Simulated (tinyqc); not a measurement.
Bottom-up copper filling of a trench by curvature-enhanced accelerator coverage. Changing the overpotential eta. Computed by tinyqc, a small Python program. Command: `OMP_NUM_THREADS=1 python tinyqc.py 3010848 3010849 out.jsonl superfill sweep`. One thread of a shared host (Intel(R) Xeon(R) Processor @ 2.30GHz), about 0.1 s of CPU time with the checks.

A rectangular trench keeps vertical walls and a flat floor. An accelerator floats on the surface; where area is lost in the corners it is passed on to the floor.

Inputs (values chosen for the exercise, close to those used for damascene copper plating):
```
quantity,value,unit
trench width w,370,nm
aspect ratio h/w,1.2,-
exchange current of the suppressed surface i_0,0.027,mA/cm^2
exchange current of the accelerated surface i_1,0.81,mA/cm^2
transfer coefficient alpha,0.39,-
starting coverage theta_0,0.036,-
adsorption rate k_a,0,1/s
cupric ion concentration C,0.51,mol/l
diffusivity D,4.1e-06,cm^2/s
boundary layer delta,27,um
temperature T,298,K
```

Constants: e = 1.602176634e-19 C; N_A = 6.02214076e+23 1/mol; k_B = 8.617333262e-05 eV/K.

Method. Kinetic current i_k = [i_0 (1 - theta) + i_1 theta] exp(alpha eta/(k_B T)), limit i_L = 2 F D C/delta, i = 1/(1/i_k + 1/i_L); velocity v = i Omega/(2F), Omega = 7.11 cm^3/mol, F = e N_A. Depletion inside the trench is ignored. Half width x, floor height y, depth h = aspect ratio x w. dx/dt = -v_s, dy/dt = v_b. d theta_b/dt = k_a (1 - theta_b) + [theta_s v_b + theta_b v_s]/x: the floor takes the accelerator of the wall it covers and keeps its own as it narrows. d theta_s/dt = k_a (1 - theta_s). theta_b is capped at 1. Integrate (tolerance 1e-9) until the walls meet (x = 0.02 w/2) or the floor passes the original mouth y = h. Start: x = w/2, y = 0, theta_b = theta_s = theta_0. Height filled = y/h, opening left = x/(w/2).

One run for each value:
```
overpotential eta (V),ratio v(1)/v(theta_0),share of the height filled from the floor,"opening left, as a share of w",time at the end (s)
0.060,14.50,1,0.1525,3103
0.098,14.36,1,0.1518,1745
0.140,14.08,1,0.1504,925
0.170,13.76,1,0.1488,589
0.210,13.09,1,0.1450,323
0.250,12.02,1,0.1381,179
0.280,10.90,1,0.1294,116
0.320,9.05,1,0.1097,66
0.360,6.99,1,0.0722,39
```

Over the rows, ratio v(1)/v(theta_0) falls from 14.5 to 6.99 (exponent d ln y / d ln x -0.020 between the first rows and -2.2 between the last); share of the height filled from the floor does not change; opening left, as a share of w falls from 0.152 to 0.0722 (exponent d ln y / d ln x -0.0090 between the first rows and -3.5 between the last). A high overpotential drives the accelerated surface towards the diffusion limit first, which lowers the contrast in speed.

Caution (all rows): real profiles develop slanted corners, and accelerator is consumed; both are left out.
